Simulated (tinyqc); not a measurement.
Donor in an ellipsoidal valley (Kohn-Luttinger variational method): one step, computed by the program tinyqc.

H = -(d^2/dx^2 + d^2/dy^2) - gamma d^2/dz^2 - 2/r in units built on m_t, with gamma = m_t/m_l and z along the valley axis. One valley; no valley-orbit or central-cell term.

Problem. Effective units. Ry* = Ry m_t/eps^2, a* = a_0 eps/m_t, gamma = m_t/m_l.

Inputs (values chosen for the exercise, for a model semiconductor): transverse mass m_t = 0.383 m_0; longitudinal mass m_l = 2.31 m_0; dielectric constant eps = 16.2.

Constants: Ry = 13.605693123 eV; a_0 = 0.529177210903 angstrom.

Give: Ry*; a*; gamma.

Solution.

Ry* = 19.86 meV

a* = 22.38 angstrom

gamma = 0.1658
